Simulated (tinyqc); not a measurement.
X-ray reflectivity of a thin film on silicon: critical angles, Parratt recursion, fringes and roughness: one step, computed by the program tinyqc.

n = 1 - delta + i beta; the classical electron radius is r_e = 2.8179403e-6 nm. Layer 0 is vacuum, 1 the film, 2 the substrate.

Task: Reflectivity at one angle. k_j = (2 pi/lambda) sqrt(sin^2 theta - 2 delta_j + 2 i beta_j); r_ij = (k_i - k_j)/(k_i + k_j) x exp(-2 k_i k_j sigma^2) (Nevot-Croce); r = (r_01 + r_12 p)/(1 + r_01 r_12 p), p = exp(2 i k_1 d); R = |r|^2.

Inputs (values chosen for the exercise, modelled on a porous low-k film on silicon, copper K-alpha radiation):

| quantity | value | unit |
|---|---|---|
| wavelength lambda | 0.15406 | nm |
| film thickness d | 22.7 | nm |
| roughness of the surface sigma_1 | 1 | nm |
| roughness of the interface sigma_2 | 0.73 | nm |
| grazing angle theta | 2.46 | degrees |

Constants:

| layer | rho_e (1/nm^3) | delta | beta | critical angle (degrees) | q_c (1/nm) |
|---|---|---|---|---|---|
| film | 432.9799 | 4.608923e-06 | 4.194120e-08 | 0.1739552 | 0.2476479 |
| substrate | 711.4015 | 7.572626e-06 | 1.741704e-07 | 0.2229774 | 0.3174375 |

Give: k_0, k_1, k_2; 1000 r_01; 1000 r_12; p; reflectivity R; q = 4 pi sin(theta)/lambda.

Result:

k_0, k_1, k_2 (1/nm): 1.751  1.746  1.743

1000 r_01 = 0.002775-0.000026i

1000 r_12 = 0.03157-0.00142i

p = -0.7404-0.6694i

reflectivity R = 8.689e-10

q = 4 pi sin(theta)/lambda = 3.501 1/nm
